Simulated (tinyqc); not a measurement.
Tension along [110]: repopulation and mass change: two-band k.p model of the Delta valleys near the X point under shear strain.

Valley pair on the [001] axis, kz counted from the X point, c = hbar^2/2m0, k0 = kx0 2 pi/a. H = (c kz^2/ml + c (kx^2 + ky^2)/mt + c k0^2/ml) 1 + (2 c k0 kz/ml) sigma_z + (D exy - 2 c kx ky/Mp) sigma_x, so E = c kz^2/ml + c (kx^2 + ky^2)/mt + c k0^2/ml -/+ sqrt((2 c k0 kz/ml)^2 + (D exy - 2 c kx ky/Mp)^2). Without strain the lower band has its minima, E = 0, at kz = +/- k0. Shifts from diagonal strain are left out.

For |eta| < 1: k_min = k0 sqrt(1 - eta^2), E_min = -Delta eta^2/2, ml(eta) = ml/(1 - eta^2), 1/m[110] = 1/mt + eta/Mp, 1/m[1-10] = 1/mt - eta/Mp. For |eta| > 1 the minimum sits at X: E_min = -Delta (2 |eta| - 1)/2, ml(eta) = ml/(1 - 1/|eta|), and eta is replaced by its sign in the transverse masses. Here Delta = 2 c k0^2/ml and eta = D exy/Delta.

s11 = (C11 + C12)/((C11 - C12)(C11 + 2 C12)), s12 = -C12/((C11 - C12)(C11 + 2 C12)), s44 = 1/C44; exx = s11 sxx + s12 (syy + szz) and cyclic, exy = s44 sxy/2; tension is positive. A uniaxial stress X along the unit vector n is s_ij = X n_i n_j.

Constants: hbar^2/2m0 = 3.80998211 eV angstrom^2; kB = 8.617333262e-05 eV/K.

Inputs chosen for the exercise (near those of Si; not measured data):
```
symbol  value  unit      meaning
a       5.437  angstrom  lattice constant
ml      0.897  m0        longitudinal mass
mt      0.192  m0        transverse mass
kx0     0.143  2 pi/a    distance of the minimum from X
D       15.3   eV        shear deformation potential
Mp      0.241  m0        coupling mass
C11     163.2  GPa
C12     63.8   GPa
C44     79.7   GPa
Xu      9.06   eV        uniaxial potential
T       350    K         temperature
```

The z valleys move against the x and y valleys by Xu (ezz - exx) and, through the shear, by E_min. Share of the z valleys n = w/(w + 2 exp(dE/kT)), dE the total relative shift, w = sqrt(ml(eta) m[110] m[1-10]/(ml mt^2)). Along [110]: 1/m_c = n/m[110] + (1 - n)(1/ml + 1/mt)/2. Fixed masses means E_min = 0, w = 1, m[110] = mt. Gains are against 3/(1/ml + 2/mt) at a fixed scattering time.

Results:
```
X (GPa)  Xu (ezz - exx) (meV)  E_min (meV)  m[110]  m_c fixed masses  m_c with shear  gain fixed (%)  gain with shear (%)
0.00                      0.0          0.0  0.1920            0.2602          0.2602             0.0                  0.0
0.25                    -11.4         -0.3  0.1844            0.2485          0.2426             4.7                  7.2
0.50                    -22.8         -1.2  0.1774            0.2371          0.2238             9.7                 16.3
1.00                    -45.6         -5.0  0.1648            0.2183          0.1888            19.2                 37.8
1.50                    -68.4        -11.2  0.1539            0.2059          0.1637            26.4                 58.9
2.00                    -91.1        -19.9  0.1444            0.1989          0.1477            30.8                 76.1
3.00                   -136.7        -44.7  0.1285            0.1936          0.1287            34.4                102.1
```

At 1 GPa repopulation alone gives 19.2 % and the shear terms raise it to 37.8 %. From 2 to 3 GPa the fixed-mass gain grows by 3.6 points, towards its ceiling of 35.5 % when all electrons sit in the z valleys, whereas the gain with shear grows by 26.0 points because m[110] keeps falling.

Run: tinyqc, `OMP_NUM_THREADS=1 python tinyqc.py 1051073 1051074 out.jsonl`; Intel(R) Xeon(R) Processor @ 2.30GHz, one thread, shared host; about 0.01 s of CPU time with all checks.
